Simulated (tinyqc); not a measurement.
From results back to parameters: thin-film optics by transfer matrices. Two cases, with inputs chosen for the exercise.

Problem. A bare substrate in air: with rho = tan(Psi) exp(i Delta), Delta = 180 degrees at small angles on a dielectric, conj(eps) = sin^2(theta) [1 + tan^2(theta) ((1 - rho)/(1 + rho))^2], and n + i k = sqrt(eps).

Find: rho; eps; n; k.

Method. Form rho, insert it, conjugate, and take the root with k >= 0.

Case 1.

Values chosen (out of a larger set: indices near those of polySi, SiO2 on polySi; not measured data): lam = 365 nm (vacuum wavelength); theta_e = 70 degrees (angle of the ellipsometer).

Psi = 23.8425 degrees
Delta = 149.7880 degrees

Solution.

rho = -0.3819+0.2224i
eps = 16.98+25.63i
n = 4.885
k = 2.623

Case 2.

Values chosen (out of a larger set: indices near those of resist, ARC, SiO2 on Si; not measured data): lam = 633 nm (vacuum wavelength); theta_e = 65 degrees (angle of the ellipsometer).

Psi = 17.8144 degrees
Delta = 179.5438 degrees

Solution.

rho = -0.3213+0.0026i
eps = 15.14+0.16i
n = 3.891
k = 0.021

Computed by tinyqc, one run a case: `OMP_NUM_THREADS=1 python tinyqc.py N N+1 out.jsonl` with N = 1682701, 1682781; one thread of a shared Intel(R) Xeon(R) Processor @ 2.30GHz, about 0.01 s a run at most.
